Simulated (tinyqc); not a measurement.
Which lattice a d-band metal prefers: Slater-Koster d bands of a bcc metal.

Slater-Koster d bands. For a bond with direction cosines (l, m, n) the 5 x 5 block is dds Ps + ddp Pp + ddd (1 - Ps - Pp), the projectors on sigma, pi and delta states about the bond; for instance <xy|xy> = 3 l^2 m^2 dds + (l^2 + m^2 - 4 l^2 m^2) ddp + (n^2 + l^2 m^2) ddd, <xy|yz> = 3 l m^2 n dds + l n (1 - 4 m^2) ddp + l n (m^2 - 1) ddd and <3z2-r2|3z2-r2> = (n^2 - (l^2 + m^2)/2)^2 dds + 3 n^2 (l^2 + m^2) ddp + (3/4)(l^2 + m^2)^2 ddd. H(k) sums the blocks times cos(k.R) over the neighbours; the d level is the zero of energy; k in 2 pi/a.

Mesh: k = f1 b1 + f2 b2 + f3 b3 with fractions (j + 1/2)/N, j = 0 to N - 1, and b = (-1,1,1), (1,-1,1), (1,1,-1) for fcc, (0,1,1), (1,0,1), (1,1,0) for bcc, unit vectors for simple cubic. The lowest Nd/10 of all levels are filled with two electrons each; the bond energy is their sum per atom.

Values chosen for the exercise (of the size met in Fe; the results hold for these values, not for the real material):

| symbol | value | unit | meaning |
|---|---|---|---|
| dds | -0.671 | eV | dd sigma |
| ddp | 0.302 | eV | dd pi |
| ddd | -0.067 | eV | dd delta |
| f2 | 0.487 |  | factor on all three integrals for second neighbours |
| N | 10 |  | mesh |

fcc has twelve neighbours, bcc eight and six (the six times f2), simple cubic six. The integrals of bcc and sc are scaled so that all three have the second moment of fcc, which stands for equal repulsion (structural energy difference theorem). s and p electrons are left out.

Bond energy per atom:

| Nd | fcc (eV) | bcc - fcc (meV) | sc - fcc (meV) |
|---|---|---|---|
| 1 | -1.992 | 110 | -180 |
| 2 | -3.383 | -2 | -118 |
| 3 | -4.455 | -159 | 91 |
| 4 | -5.208 | -246 | 371 |
| 5 | -5.478 | 65 | 514 |
| 6 | -5.193 | 267 | 357 |
| 7 | -4.427 | 220 | 63 |
| 8 | -3.314 | 46 | -188 |
| 9 | -1.826 | -115 | -346 |

scale factors: bcc 1.1285, sc 1.4142

mu3/mu2^1.5: fcc -0.087, bcc -0.081, sc 0.000

mu4/mu2^2: fcc 1.806, bcc 1.747, sc 2.657

largest change of a difference when N is raised to 14 = 12 meV

fcc is lowest for Nd = 5, 6 and 7. bcc is lowest for Nd = 3 and 4. sc is lowest for Nd = 1, 2, 8 and 9. bcc gains most on fcc at Nd = 4 (-246 meV). A small fourth moment marks a two-peaked band, which tends to favour fillings near one half; bcc has -3 % against fcc, and at Nd = 5 it lies +65 meV from fcc, which the fourth moment alone does not explain (differences of a few tens of meV are within the error of the mesh; hcp is left out, and this d-only model can miss the lattice of the real metal). The third moments, from three-membered rings, skew the bands. That simple cubic wins anywhere comes from keeping d bands and equal second moments alone; no transition metal takes it. Differences below about 12 meV are within the error of this mesh, and the s and p electrons left out weigh most where the d band is nearly empty or full.

Program tinyqc; command `OMP_NUM_THREADS=1 python tinyqc.py 1480741 1480742 out.jsonl`; about 0.06 s on one thread of a shared Intel(R) Xeon(R) Processor @ 2.30GHz.
